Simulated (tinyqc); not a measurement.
Orbital energy against energy difference: ionisation energy by orbital energies and by energy differences in the 6-31g basis, for H4, spin multiplicity 1. Computed by the program tinyqc with PySCF. 

Geometry (angstrom):
```
atom,x,y,z
H,0.0000,0.0000,0.0000
H,0.0000,0.0000,0.7830
H,0.0000,0.0000,1.6300
H,0.0000,0.0000,2.4130
```

CCSD(T) difference in the same basis = 12.3259 eV

IP-EOM-CCSD = 12.3391 eV

The cation is unrestricted; errors are against CCSD(T) in this basis, not against experiment.

First vertical ionisation energy (eV):
```
method,-e(HOMO),E(cation) - E,error of -e(HOMO),error of the difference
HF,12.5295,11.765238,0.2036,-0.5607
LDA,7.6485,12.344739,-4.6774,0.0188
PBE,7.7372,12.389704,-4.5888,0.0638
B3LYP,8.9454,12.598697,-3.3805,0.2728
PBE0,9.1129,12.468321,-3.2131,0.1424
CAM-B3LYP,10.5230,12.541775,-1.8030,0.2159
LC-wPBE,11.9005,12.545456,-0.4254,0.2195
```

Koopmans errs by +0.20 eV and Delta-HF by -0.56 eV: relaxation, 0.76 eV, lowers the value and the missing correlation difference works against it. The PBE level is off by -4.6 eV through the wrong tail of its potential, though its energy difference is off by +0.06 eV; exact exchange deepens the level, and among the orbital energies HF comes closest; among the differences LDA does.
